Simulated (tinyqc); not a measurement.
Conduction-band anticrossing with a localised impurity level, step by step. Values are carried at full precision from step to step, so a last printed digit may differ when a step is redone from the rounded ones.

Host conduction band EM(k) = Eg - al x + c k^2/mM, c = hbar^2/2m0, coupled to a flat level EI by V = C sqrt(x): H = [[EM, V], [V, EI]], E+/- = (EM + EI)/2 +/- sqrt((EM - EI)^2/4 + V^2). The host weight of a state at E is f = 1/(1 + V^2/(E - EI)^2), and its mass at k = 0 is mM/f. The gap is E-(0), the valence top staying at 0.

Constants: hbar^2/2m0 = 3.80998211 eV angstrom^2.

Inputs chosen for the exercise (host near InP; the results hold for these values, not for the real material): Eg = 1.421 eV (gap at Gamma to the s-like level); mM = 0.078 m0 (mass of the host band); EI = 1.582 eV (impurity level, from the valence top of the host); C = 2.61 eV (coupling); al = 0.91 eV (linear shift of the host edge); x = 0.021 (impurity fraction); k = 0.036 1/angstrom (wave vector).

## The two levels at k = 0

Give EM, V, both levels, their host weights, the gap and the mass of the band at the gap.

EM(0) = 1.4019 eV
V = 0.3782 eV

E-, E+ (eV): 1.1031  1.8807

host weights: 0.6158  0.3842

gap = 1.1031 eV
mass of E- = 0.1267 m0

The gap is 318 meV below that of the host, 151 meV per 1 % of impurity. V/|EM - EI| = 2.10; second-order perturbation theory would shift the host level by V^2/(EM - EI) = -794 meV, the exact shift is -299 meV.

## The levels at one k

Fill in the matrix and give levels and weights.

H (eV):
```
            host  impurity
host      1.4652    0.3782
impurity  0.3782    1.5820
```

E-, E+ (eV): 1.1409  1.9063

host weights: 0.5763  0.4237

## Dispersion

Seven points from k = 0 to 0.12 1/angstrom.

Levels (eV):

| k (1/angstrom) | EM | E- | E+ | host weight of E- |
|---|---|---|---|---|
| 0.000 | 1.4019 | 1.1031 | 1.8807 | 0.616 |
| 0.020 | 1.4214 | 1.1151 | 1.8884 | 0.604 |
| 0.040 | 1.4800 | 1.1494 | 1.9127 | 0.567 |
| 0.060 | 1.5777 | 1.2016 | 1.9581 | 0.503 |
| 0.080 | 1.7145 | 1.2643 | 2.0322 | 0.414 |
| 0.100 | 1.8903 | 1.3277 | 2.1446 | 0.311 |
| 0.120 | 2.1053 | 1.3837 | 2.3035 | 0.216 |

E- flattens towards EI = 1.582 eV, which it cannot cross: its width is bounded by 0.479 eV, of which 59 % is used up at the last point. The unmixed host band crosses EI at k = 0.0607 1/angstrom, where the splitting is smallest, 2V = 0.756 eV.

## Checks

- Closed form against diagonalisation: they agree to 1e-10 or better.
- Mass mM/f against the curvature of the band: both 0.1267.

Program tinyqc; command `OMP_NUM_THREADS=1 python tinyqc.py 1080463 1080464 out.jsonl`; about 0.01 s on one thread of a shared Intel(R) Xeon(R) Processor @ 2.30GHz.
